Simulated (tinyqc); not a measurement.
Admittance spectroscopy and thermally stimulated current of one trap level in a depletion layer. Changing the band bending V_b. Computed by tinyqc, a small Python program. Command: `OMP_NUM_THREADS=1 python tinyqc.py 3113188 3113189 out.jsonl admit sweep`. One thread of a shared host (Intel(R) Xeon(R) Processor @ 2.30GHz), about 0.01 s of CPU time with the checks.

A Schottky junction on n-type material holds one donor-like electron trap; shallow donors are fully ionised and abrupt depletion edges are assumed.

Inputs (values chosen for the exercise, modelled on n-type beta-Ga2O3): dielectric constant eps = 10.1; density-of-states mass m = 0.291 m_0; shallow doping N = 1.1e+16 1/cm^3; trap density N_t = 2.4e+14 1/cm^3; trap depth E_t below the band = 0.179 eV; capture cross section sigma = 1.9e-17 cm^2; test frequency f = 2000 Hz.

Constants: k_B = 1.380649e-23 J/K; m_0 = 9.1093837015e-31 kg; h = 6.62607015e-34 J s; k_B = 8.617333262e-05 eV/K; eps_0 = 8.8541878128e-12 F/m; e = 1.602176634e-19 C.

Method:
- N_c = 2 (2 pi m k_B T/h^2)^(3/2), v_th = sqrt(3 k_B T/m), emission rate e_n = sigma v_th N_c exp(-E_t/(k_B T)).
- Where the level crosses the Fermi level capture equals emission, so the trap follows the signal with the rate 2 e_n; G/omega peaks at omega = 2 e_n (the correction for large N_t/N is left out).
- Solve 2 e_n(T_p) = 2 pi f.
- With E_c - E_F = k_B T_p ln(N_c/N): lambda = sqrt(2 eps eps_0 (E_t - (E_c - E_F))/(e^2 N)); traps are empty and charged for x < x_t = w - lambda, and V_b = e (N w^2 + N_t x_t^2)/(2 eps eps_0). High frequency: C_hf = eps eps_0/w. Low frequency: C_lf = eps eps_0 (N + N_t)/(N w + N_t x_t).

One run for each value:
```
band bending V_b (V)  step (C_lf - C_hf)/C_hf  C_hf (nF/cm^2)  crossing point x_t (nm)  depletion width w (nm)
1.4                                 0.0057409          23.864                   274.56                  374.74
2.2                                 0.0045784          19.053                   369.17                  469.35
3.0                                 0.0039202          16.325                   447.62                  547.80
3.7                                 0.0035297          14.705                   507.98                  608.16
4.5                                 0.0032004          13.337                   570.33                  670.51
5.3                                 0.0029489          12.292                   627.34                  727.51
6.0                                 0.0027715          11.555                   673.77                  773.95
6.8                                 0.0026033          10.855                   723.63                  823.81
```

Over the rows, step (C_lf - C_hf)/C_hf falls from 0.00574 to 0.00260 (exponent d ln y / d ln x about -0.50 throughout); C_hf (nF/cm^2) falls from 23.9 to 10.9 (exponent d ln y / d ln x about -0.50 throughout); crossing point x_t (nm) rises from 275 to 724 (exponent d ln y / d ln x 0.66 between the first rows and 0.57 between the last). The exponent of C_hf stays at -0.50: w grows as sqrt(V_b). Lambda does not depend on the bias, so the step falls as w grows.

Extremes, crossings and ranges named in words are read from the listed rows.
